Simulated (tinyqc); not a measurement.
Metal gate on a two-layer dielectric stack with fixed charge and a dipole: two steps of the calculation.

Gate, layer 2, layer 1, p-type semiconductor; x runs from the gate inwards. Charges are counted in units of +q. psi is the band bending at the surface, positive towards inversion. Classical charge, Boltzmann statistics, no interface traps.

Parameters, values chosen for the exercise; band and dielectric values close to those of silicon, layer 1 close to silicon dioxide, layer 2 close to hafnium oxide:

| symbol | value | unit | meaning |
|---|---|---|---|
| T | 350 | K | temperature |
| Eg | 1.12 | eV | band gap |
| eps_r | 11.8 |  | relative permittivity |
| Nc | 3.53e19 | cm^-3 | conduction-band density of states at T |
| Nv | 3.38e19 | cm^-3 | valence-band density of states at T |
| chi | 4 | eV | electron affinity |
| Na | 5e17 | cm^-3 | acceptor density |
| pM | 4.51 | eV | work function of the gate metal |
| t1 | 1.2 | nm | thickness of layer 1, next to the semiconductor |
| e1 | 3.82 |  | relative permittivity of layer 1 |
| t2 | 5 | nm | thickness of layer 2, next to the gate |
| e2 | 21.9 |  | relative permittivity of layer 2 |
| Q1 | 1.3e12 | cm^-2 | fixed charge at the semiconductor interface |
| Q2 | 1.8e12 | cm^-2 | fixed charge between the layers |
| r1 | 0 | cm^-3 | uniform charge density in layer 1 |
| r2 | 0 | cm^-3 | uniform charge density in layer 2 |
| Vd | 0 | V | flat-band shift by a dipole layer between the layers |

Constants: q = 1.602176634e-19 C, kB = 1.380649e-23 J/K, Vt = kB T/q, eps0 = 8.8541878128e-14 F/cm where lengths are in cm. Results are converted to the units shown.

Question 1. Flat-band voltage, term by term. EOT = 3.9 (t1/e1 + t2/e2), Cox = eps0/(t1/e1 + t2/e2); phi_ms = pM - (chi + Eg - Vt ln(Nv/Na)). Vfb = phi_ms + Vd - (q/eps0) [Q1 (t1/e1 + t2/e2) + Q2 t2/e2 + r1 (t1^2/(2 e1) + t1 t2/e2) + r2 t2^2/(2 e2)]: each charge counts with its electrical distance from the gate.

Find: terms; Vfb.

Answer 1.

terms (V): phi_ms -0.48291, dipole 0.00000, Q1 -0.12760, Q2 -0.07436, r1 0.00000, r2 0.00000
Vfb = -0.68488 V

Apart from phi_ms the largest term is that of Q1, -128 mV; all charges and the dipole together move Vfb by -202 mV.

Question 2. Threshold voltage. ni = sqrt(Nc Nv) exp(-Eg/(2 Vt)), Eg in volts, pB = Vt ln(Na/ni), Vth = Vfb + 2 pB + sqrt(4 q eps0 eps_r Na pB)/Cox.

Vfb = -0.68488165 V
Cox = 1.6322689 uF/cm^2

Wanted: ni; pB; depletion charge; Vth.

Answer 2.

ni = 2.9833e11 cm^-3
pB = 0.43226 V
depletion charge = 0.38042 uC/cm^2
Vth = 0.41270 V

tinyqc, about 0.01 s, one thread, Intel Xeon 2.30GHz (shared host): `OMP_NUM_THREADS=1 python tinyqc.py 2010087 2010088 out.jsonl`
